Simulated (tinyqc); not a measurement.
Inside a calculation. Method: one-electron ion in a basis of Gaussians. One step of it, computed by the program tinyqc.

Question. Matrices over normalised Gaussians. With p = a_i + a_j and I(k) = Gamma((k+1)/2) / (2 p^((k+1)/2)): S = I(2l+2), T = (2l+3) a_i a_j S / p, V = -Z I(2l+1), each divided by sqrt(S_ii S_jj).

exponents of r^l exp(-a r^2) (1/bohr^2): 0.201700  0.664400  2.189000  7.210000  23.750000  78.240000  257.800000

Z = 4

l = 1

Give: S; T; V.

Answer.

S:
```
,1,2,3,4,5,6,7
1,1.0000,0.6570,0.2304,0.0604,0.0143,0.0033,0.0007
2,0.6570,1.0000,0.6569,0.2304,0.0604,0.0143,0.0033
3,0.2304,0.6569,1.0000,0.6570,0.2305,0.0604,0.0143
4,0.0604,0.2304,0.6570,1.0000,0.6570,0.2304,0.0604
5,0.0143,0.0604,0.2305,0.6570,1.0000,0.6570,0.2303
6,0.0033,0.0143,0.0604,0.2304,0.6570,1.0000,0.6569
7,0.0007,0.0033,0.0143,0.0604,0.2303,0.6569,1.0000
```

T (hartree):
```
,1,2,3,4,5,6,7
1,0.5042,0.5083,0.2127,0.0593,0.0143,0.0033,0.0007
2,0.5083,1.6610,1.6742,0.7008,0.1952,0.0470,0.0108
3,0.2127,1.6742,5.4725,5.5165,2.3094,0.6432,0.1549
4,0.0593,0.7008,5.5165,18.0250,18.1693,7.6054,2.1177
5,0.0143,0.1952,2.3094,18.1693,59.3750,59.8482,25.0455
6,0.0033,0.0470,0.6432,7.6054,59.8482,195.6000,197.1415
7,0.0007,0.0108,0.1549,2.1177,25.0455,197.1415,644.5000
```

V (hartree):
```
,1,2,3,4,5,6,7
1,-1.9111,-1.8398,-1.0719,-0.4948,-0.2103,-0.0870,-0.0357
2,-1.8398,-3.4686,-3.3390,-1.9454,-0.8981,-0.3816,-0.1579
3,-1.0719,-3.3390,-6.2960,-6.0612,-3.5317,-1.6303,-0.6926
4,-0.4948,-1.9454,-6.0612,-11.4263,-11.0001,-6.4088,-2.9580
5,-0.2103,-0.8981,-3.5317,-11.0001,-20.7382,-19.9641,-11.6298
6,-0.0870,-0.3816,-1.6303,-6.4088,-19.9641,-37.6403,-36.2332
7,-0.0357,-0.1579,-0.6926,-2.9580,-11.6298,-36.2332,-68.3251
```
